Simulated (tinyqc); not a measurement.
# MOS capacitor on a p-type substrate, surface potential from the exact charge relation: two studies

Uniform p-type substrate, Boltzmann statistics, full ionisation, classical densities. psi is the surface potential against the body (positive when the bands bend down) and u = psi/Vt. Traps are spread evenly over the gap and neutral at flat band, so their charge is -q Dit psi; the minority quasi-Fermi level is shifted by Vb.

Parameters, values chosen for the exercise; band and dielectric values close to those of silicon:

| symbol | value | unit | meaning |
|---|---|---|---|
| T | 325 | K | temperature |
| Eg | 1.13 | eV | band gap |
| eps_r | 11.9 |  | relative permittivity |
| Nc | 3.1e19 | cm^-3 | conduction-band density of states at T |
| Nv | 2.98e19 | cm^-3 | valence-band density of states at T |
| chi | 4.06 | eV | electron affinity |
| N | 1.9e17 | cm^-3 | acceptor density of the substrate |
| eox | 3.9 |  | relative permittivity of the gate insulator (close to silicon dioxide) |
| tox | 6.6 | nm | insulator thickness |
| phiM | 4.37 | eV | gate work function |
| Nf | -6.2e10 | cm^-2 | fixed charge at the interface, in units of q |
| Dit | 0 | cm^-2 eV^-1 | density of interface traps |
| Vb | 0 | V | reverse bias of the inversion layer against the body |

Constants: q = 1.602176634e-19 C, kB = 1.380649e-23 J/K, Vt = kB T/q, eps0 = 8.8541878128e-14 F/cm where lengths are in cm. Results are converted to the units shown.

Each table varies one quantity; the others keep the values above.

## Capacitance-voltage curves

ni = sqrt(Nc Nv) exp(-Eg/(2 Vt)), Eg in volts; phiF = Vt ln(N/ni); Cox = eps0 eox/tox; Vfb = phiM - chi - (Eg - Vt ln(Nv/N)) - q Nf/Cox; Q0 = sqrt(2 eps0 eps_r q N Vt); r = (ni/N)^2 exp(-Vb/Vt); VT = Vfb + [(2 phiF + Vb)(1 + q Dit/Cox) + sqrt(2 eps0 eps_r q N (2 phiF + Vb))/Cox]. u = psi/Vt; F^2 = exp(-u) + u - 1 + r (exp(u) - u - 1); Qs = -sign(u) Q0 F; Cs = -dQs/dpsi = (Q0/Vt) |1 - exp(-u) + r (exp(u) - 1)|/(2 F). psi solves Vg = Vfb + psi + (q Dit psi - Qs)/Cox. Low frequency: 1/C_LF = 1/Cox + 1/(Cs + q Dit). High frequency, in the simple estimate in which traps and minority carriers do not follow: 1/C_HF = 1/Cox + 1/Cd, Cd being Cs with r = 0 at the same psi. Deep depletion: r = 0 and Dit = 0 both in the equation for psi and in Cs. Minority sheet density N_inv = (Q0/(2 q)) int_0^u r (exp(t) - 1)/F(t) dt for u > 0. N_inv under 1 cm^-2 is printed as 0. Regimes: accumulation when majority carriers gather, then depletion up to |psi| = phiF + Vb, weak inversion up to 2 phiF + Vb, strong inversion beyond.

Capacitance-voltage curves:
```
Vg (V)   psi (V)  C_LF/Cox  C_HF/Cox  C_deep/Cox  N_inv (cm^-2)            regime
-1.54    -0.1267    0.9340    0.9340      0.9340              0      accumulation
-1.19   -0.09794    0.8966    0.8966      0.8966              0      accumulation
-0.83   -0.04512    0.7892    0.7892      0.7892              0      accumulation
-0.47    0.07867    0.4985    0.4985      0.4985              0         depletion
-0.12     0.2911    0.3206    0.3206      0.3206          115.4         depletion
0.24      0.5498    0.2510    0.2510      0.2510        8.115e5    weak inversion
0.6       0.8240    0.2822    0.2134      0.2131       1.160e10    weak inversion
0.95      0.9449    0.8624    0.2018      0.1890       6.658e11  strong inversion
1.31      0.9788    0.9324    0.1989      0.1712       1.715e12  strong inversion
1.66      0.9982    0.9537    0.1973      0.1579       2.788e12  strong inversion
```

C_LF/Cox is lowest, 0.251, at Vg = 0.24 V (weak inversion) among the rows listed and is 0.954 in the last row, where C_HF/Cox is 0.197 and the deep-depletion value 0.158. Vfb = -0.659 V, where C_HF/Cox = 0.672 (Cox in series with eps0 eps_r/LD), and VT = 0.631 V. Over the last two rows psi moves by only 0.056 V a volt of gate bias, since the inversion charge screens the body. In strong accumulation and inversion degeneracy and confinement, left out here, lower the capacitance.

## Effect of the density of interface traps on threshold and swing

ni = sqrt(Nc Nv) exp(-Eg/(2 Vt)), Eg in volts; phiF = Vt ln(N/ni); Cox = eps0 eox/tox; Vfb = phiM - chi - (Eg - Vt ln(Nv/N)) - q Nf/Cox; VT = Vfb + [(2 phiF + Vb)(1 + q Dit/Cox) + sqrt(2 eps0 eps_r q N (2 phiF + Vb))/Cox]. gamma = sqrt(2 eps0 eps_r q N)/Cox; Wm = sqrt(2 eps0 eps_r (2 phiF + Vb)/(q N)); m = 1 + (eps0 eps_r/Wm + q Dit)/Cox; swing m Vt ln 10; Cmin/Cox = 1/(1 + Cox Wm/(eps0 eps_r)).

In this table Vb = 0 V.

The same in every row: Vfb (V) = -0.6594; 2 phiF (V) = 0.8457; gamma (V^0.5) = 0.4841; Wm (nm) = 76.52; Cmin/Cox = 0.2084.

Results:
```
Dit (cm^-2 eV^-1)  VT (V)      m  swing (mV/decade)
0                  0.6315  1.263              81.46
1e10               0.6341  1.266              81.66
3e10               0.6393  1.272              82.05
1e11               0.6574  1.294              83.43
3e11               0.7092  1.355              87.38
3e12                1.408  2.182              140.7
1e13                3.221  4.325              278.9
```

Estimate the missing row, Dit = 1e12 cm^-2 eV^-1.

Computed row:
```
Dit (cm^-2 eV^-1)  VT (V)      m  swing (mV/decade)
1e12               0.8905  1.569              101.2
```

With this row back in the table: As Dit goes from 0 to 1e13, VT rises from 0.631 to 3.22 V, the swing rises from 81.5 to 279 mV/decade and Cmin/Cox stays at 0.208. Vfb does not move.

Program tinyqc, `OMP_NUM_THREADS=1 python tinyqc.py 2060149 2060150 out.jsonl`; Intel Xeon 2.30GHz, shared host, one thread, about 0.01 s.
